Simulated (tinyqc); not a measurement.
# Electron mobility in a silicon inversion layer, empirical terms and Matthiessen rule: effects of single changes

Inversion layer of sheet density Ns on a uniformly doped body, under a high-permittivity gate with an interlayer. The mobility terms are empirical power laws with prefactors chosen for the exercise; adding their inverses (Matthiessen) is itself an approximation.

Values chosen for this exercise; material values close to those of silicon:
- T = 325 K (temperature)
- Eg = 1.11 eV (band gap)
- eps_r = 11.9 (relative permittivity of the semiconductor)
- Nc = 3.15e19 cm^-3 (conduction-band density of states at T)
- Nv = 3.04e19 cm^-3 (valence-band density of states at T)
- Nb = 2.1e17 cm^-3 (body doping)
- Vsb = 1 V (reverse body bias)
- eta = 0.5 (weight of the inversion charge in the effective field)
- Ap = 430 cm^2/(V s) (phonon-limited mobility at 1 MV/cm and 300 K)
- As = 846 cm^2/(V s) (roughness-limited mobility at 1 MV/cm)
- gs = 2 (exponent of the roughness term)
- Ac = 3500 cm^2/(V s) (Coulomb prefactor)
- Nit = 2.2e10 cm^-2 (charge at the interface)
- Ar = 230 cm^2/(V s) (remote-phonon mobility without interlayer)
- ti = 0.5 nm (interlayer thickness)
- lr = 0.5 nm (decay length of remote phonons)
- Ns = 2.4e12 cm^-2 (inversion density)

Constants: q = 1.602176634e-19 C, kB = 1.380649e-23 J/K, Vt = kB T/q, eps0 = 8.8541878128e-14 F/cm where lengths are in cm. Results are converted to the units shown.

Each table varies one quantity; the others keep the values above.

## Effect of the reverse body bias

ni = sqrt(Nc Nv) exp(-Eg/(2 Vt)), Eg in volts; Ndep = sqrt(2 eps0 eps_r Nb (2 Vt ln(Nb/ni) + Vsb)/q); E = q (Ndep + eta Ns)/(eps0 eps_r), in MV/cm. With t = T/(300 K): muC = Ac (Ns/1e12 cm^-2) t/(Nb/1e17 cm^-3 + Nit/1e11 cm^-2), muP = Ap E^(-1/3) t^(-1.75), muS = As E^(-gs), muR = Ar exp(2 ti/lr)/t; 1/mu is the sum of the inverses.

The same in every row: muC (cm^2/(V s)) = 3922; muR (cm^2/(V s)) = 1569.

Results:
```
Vsb (V),E (MV/cm),muP (cm^2/(V s)),muS (cm^2/(V s)),mu (cm^2/(V s))
0,0.4128,502.0,4966,324.1
0.4,0.4628,483.3,3950,311.1
1.2,0.5426,458.3,2874,292.2
1.6,0.5764,449.1,2546,284.8
2,0.6076,441.3,2291,278.2
2.4,0.6367,434.5,2087,272.3
```

Estimate the missing row, Vsb = 0.8 V.

Computed row:
```
Vsb (V),E (MV/cm),muP (cm^2/(V s)),muS (cm^2/(V s)),mu (cm^2/(V s))
0.8,0.5052,469.3,3315,300.8
```

With this row back in the table: As Vsb goes from 0 to 2.4 V, E rises from 0.413 to 0.637 MV/cm and mu falls from 324 to 272 cm^2/(V s). The phonon term is the smallest in the first and the last row.

## Effect of the body doping

Same model as above.

The same in every row: muR (cm^2/(V s)) = 1569.

Effect of the body doping:
```
Nb (cm^-3),E (MV/cm),muC (cm^2/(V s)),muP (cm^2/(V s)),muS (cm^2/(V s)),mu (cm^2/(V s))
2e16,0.2841,2.167e4,568.6,1.048e4,394.1
4.4e16,0.3352,1.379e4,538.1,7530,370.2
9.7e16,0.4121,7647,502.3,4982,337.9
2.1e17,0.5244,3922,463.5,3077,296.3
4.7e17,0.7002,1850,420.9,1725,241.9
1e18,0.9462,890.4,380.8,945.0,183.7
2.3e18,1.355,391.9,337.8,461.0,120.2
5e18,1.930,181.2,300.2,227.2,72.00
```

Read the table: what changes, and by how much?

As Nb goes from 2e16 to 5e18 cm^-3, E rises from 0.284 to 1.93 MV/cm and mu falls from 394 to 72.0 cm^2/(V s). The smallest term is the phonon one in the first row and the Coulomb one in the last. At Nb = 5e18 cm^-3 E passes 1.5 MV/cm, beyond the usual range of such laws.

## Effect of the charge at the interface

Same model as above.

The same in every row: E (MV/cm) = 0.5244; muP (cm^2/(V s)) = 463.5; muS (cm^2/(V s)) = 3077; muR (cm^2/(V s)) = 1569.

Effect of the charge at the interface:
```
Nit (cm^-2),muC (cm^2/(V s)),mu (cm^2/(V s))
1e10,4136,297.5
3.2e10,3760,295.4
1e11,2935,289.0
3.2e11,1717,270.1
1e12,752.1,224.7
3.2e12,266.9,145.6
1e13,89.13,69.74
```

What does the table show?

As Nit goes from 1e10 to 1e13 cm^-2, E stays at 0.524 MV/cm and mu falls from 297 to 69.7 cm^2/(V s). The smallest term is the phonon one in the first row and the Coulomb one in the last.

Program tinyqc, `OMP_NUM_THREADS=1 python tinyqc.py 2510120 2510121 out.jsonl`; Intel Xeon 2.30GHz, shared host, one thread, about 0.01 s.
